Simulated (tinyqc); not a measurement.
Inside a calculation. Model: deep trap from a strong local potential in a two-band host (Koster-Slater model with semi-elliptic bands). Computed by tinyqc, a small Python program that keeps every step. Command: `OMP_NUM_THREADS=1 python tinyqc.py 3017469 3017470 out.jsonl deeptrap walk`. One thread of a shared host (Intel(R) Xeon(R) Processor @ 2.30GHz), about 0.03 s of CPU time with the checks. Intermediate numbers are printed to about 7 digits and carried at full precision; extremes and crossings named in words are read from the listed rows.

The valence band spans -2 W_v to 0 and the conduction band E_g to E_g + 2 W_c. The orbital at the impurity site has weight f_v in the valence band and 1 - f_v in the conduction band, each spread as a semi-ellipse (2/(pi W^2)) sqrt(W^2 - x^2) about the band centre. The impurity adds U to this orbital. Spin is left out.

Inputs (values chosen for the exercise, with a gap close to that of beta-Ga2O3):

| quantity | value | unit |
|---|---|---|
| gap E_g | 4.82 | eV |
| half-width of the valence band W_v | 4.7 | eV |
| half-width of the conduction band W_c | 5.8 | eV |
| valence weight f_v of the site orbital | 0.6 | - |
| impurity potential U | 6.64 | eV |
| levels per band n | 3 | - |
| trial energy E | 0.958 | eV |

Impurity: repulsive, acceptor-like.

## Green function at the trial energy

In the gap G(E) = f_v (2/W_v^2)[x - sqrt(x^2 - W_v^2)] - (1 - f_v)(2/W_c^2)[y - sqrt(y^2 - W_c^2)], x = E + W_v, y = E_g + W_c - E. The potential that would put a level at E is U = 1/G(E).

valence part = 0.1362386 1/eV

conduction part = -0.04600478 1/eV

G(E) = 0.09023387 1/eV

potential needed = 11.08231 eV

## Thresholds and the vacancy level

G falls across the gap from G(0) to G(E_g). A repulsive U binds if U > 1/G(0), an attractive one if U < 1/G(E_g); the vacancy level (U infinite) solves G(E) = 0 (bisection).

G(0) = 0.2143278 1/eV

G(E_g) = -0.07051118 1/eV

repulsive threshold = 4.665750 eV

attractive threshold = -14.18215 eV

vacancy level = 3.804478 eV

## The trap level

The trap level solves G(E) = 1/U (bisection). With D = -dG/dE = D_v + D_c, D_v = f_v (2/W_v^2)[x/sqrt(x^2 - W_v^2) - 1] and D_c = (1 - f_v)(2/W_c^2)[y/sqrt(y^2 - W_c^2) - 1], the weight on the impurity orbital is 1/(U^2 D) and the conduction-band character is D_c/D.

trap level E_t = 0.1887940 eV

weight on the impurity orbital = 0.1533634

conduction-band character = 0.03266354

depth below the conduction band = 4.631206 eV

The level comes up from the valence band and has covered 5 % of the way to the vacancy level, which it can never pass; 85 % of the state lies on host orbitals.

## The same problem as a small matrix

Each band is replaced by n levels e_k = centre + W cos(k pi/(n + 1)) with weights w_k = f (2/(n + 1)) sin^2(k pi/(n + 1)), k = 1..n (valence first); H_kl = e_k delta_kl + U sqrt(w_k w_l).

host levels e_k (eV): -1.37660  -4.70000  -8.02340  14.72122  10.62000  6.51878

weights w_k: 0.15  0.30  0.15  0.10  0.20  0.10

H (eV):
```
          1         2         3         4         5        6
1  -0.38060   1.40856   0.99600   0.81323   1.15008  0.81323
2   1.40856  -2.70800   1.40856   1.15008   1.62646  1.15008
3   0.99600   1.40856  -7.02740   0.81323   1.15008  0.81323
4   0.81323   1.15008   0.81323  15.38522   0.93904  0.66400
5   1.15008   1.62646   1.15008   0.93904  11.94800  0.93904
6   0.81323   1.15008   0.81323   0.66400   0.93904  7.18278
```

## Levels of the small matrix

Diagonalise H (2n rows). The trap level, between the highest valence and the lowest conduction e_k, is number n + 1 from below for an attractive impurity and number n for a repulsive one.

levels (eV): -7.52940  -3.36067  -0.00079  7.11460  12.10668  16.06958

trap level of the matrix = -7.888319e-04 eV

It misses the Green-function level by -0.1896 eV; with so few levels per band it even lies inside the true band.

## Chemical trend: level against potential

U is 1.05, 1.2, 1.5, 2, 3, 5, 10 and 30 times the threshold, rounded to three digits; the largest values are formal and only show the vacancy limit.

Trend:

| U (eV) | E_t (eV) | weight on the impurity | conduction character | E_t - vacancy level (eV) |
|---|---|---|---|---|
| 4.90 | 0.003929 | 0.0325453 | 0.0036040 | -3.800549 |
| 5.60 | 0.052805 | 0.1009794 | 0.0147832 | -3.751672 |
| 7.00 | 0.245873 | 0.1632120 | 0.0391996 | -3.558605 |
| 9.33 | 0.655495 | 0.1782169 | 0.0847799 | -3.148983 |
| 14.00 | 1.397127 | 0.1351165 | 0.1802206 | -2.407351 |
| 23.30 | 2.283835 | 0.0647490 | 0.3278857 | -1.520642 |
| 46.70 | 3.068566 | 0.0168216 | 0.4899586 | -0.735912 |
| 140.00 | 3.573831 | 0.0017131 | 0.6077006 | -0.230647 |

dE_t/dU equals the weight on the impurity, which peaks at 0.178 (U = 9.33 eV) and falls to 0.0017 in the last row, so beyond the peak each further eV of potential moves the level less. The level nears the vacancy level, 3.804 eV, as 1/U: it is 0.736 eV away at 10 times the threshold and 0.231 eV at 30 times, and the state is then host-like.

## Opening the gap, as alloying or pressure does

The conduction band is shifted rigidly; widths, weights and U stay.

Against the gap:

| E_g (eV) | E_t (eV) | depth below E_c (eV) | conduction character |
|---|---|---|---|
| 2.41 | 0.0961936 | 2.313806 | 0.04475151 |
| 3.13 | 0.1269928 | 3.003007 | 0.04081135 |
| 3.86 | 0.1553889 | 3.704611 | 0.03704325 |
| 4.34 | 0.1726169 | 4.167383 | 0.03476873 |
| 4.82 | 0.1887940 | 4.631206 | 0.03266354 |
| 5.54 | 0.2112630 | 5.328737 | 0.02980896 |
| 6.27 | 0.2320711 | 6.037929 | 0.02725258 |
| 7.71 | 0.2681656 | 7.441834 | 0.02304684 |

As the conduction band moves up by 5.300 eV the level follows by 0.172 eV, a mean slope of 0.03; the local slope is the conduction character. A shallow donor would follow with slope 1 and a shallow acceptor with slope 0.

Checks made by the program: closed form against a 4000-point quadrature of the densities of states (relative difference below 1e-10); 200 levels per band against the Green function (relative difference below 1e-10).
